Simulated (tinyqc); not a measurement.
The scattering mechanism: Boltzmann transport in a parabolic band with a power-law relaxation time.

F_j(eta) = (1/Gamma(j + 1)) integral_0^infinity x^j dx/(1 + exp(x - eta)), which tends to exp(eta) for eta << 0.

tau = tau0 x^r with x = E/kT. With K_j = Gamma(j + 1) F_j(eta): <tau> = tau0 (r + 3/2) K_(r+1/2)/((3/2) K_(1/2)); mu = <tau>/(mc m0/e), m0/e = 5.685630e-12 kg/C; Hall factor rH = (3/2) K_(1/2) (2r + 3/2) K_(2r+1/2)/((r + 3/2) K_(r+1/2))^2; Seebeck S = -(kB/e) [(r + 5/2) K_(r+3/2)/((r + 3/2) K_(r+1/2)) - eta]; Lorenz number L = (kB/e)^2 [(r + 7/2) K_(r+5/2)/((r + 3/2) K_(r+1/2)) - ((r + 5/2) K_(r+3/2)/((r + 3/2) K_(r+1/2)))^2]; kB/e in V/K. Valley anisotropy is left out of rH.

Constants: kB = 8.617333262e-05 eV/K.
eta = 1.34198

Same eta for each exponent.

Results:

| r | mechanism | <tau>/tau0 | rH | S (microvolt/K) | L (1e-8 W ohm/K^2) |
|---|---|---|---|---|---|
| -0.5 | acoustic phonons | 0.606 | 1.095 | -136.1 | 1.767 |
| 0.0 | a constant relaxation time | 1.000 | 1.000 | -171.6 | 1.991 |
| 0.5 | polar optical or piezoelectric scattering | 1.771 | 1.062 | -206.3 | 2.241 |
| 1.5 | ionised impurities | 6.618 | 1.561 | -275.9 | 2.818 |

What can be read from this table?

From r = -1/2 to 3/2 |S| grows by 139.8 microvolt/K, against 2 kB/e = 172.3 in the non-degenerate limit: scattering that favours fast electrons raises the mean energy carried. rH is 1 only for constant tau and reaches 1.561 for r = 3/2; L spans 1.767 to 2.818 against the metallic 2.443.

(tinyqc, `OMP_NUM_THREADS=1 python tinyqc.py 1681202 1681203 out.jsonl`, Intel(R) Xeon(R) Processor @ 2.30GHz, 1 thread, shared host, about 0.01 s.)
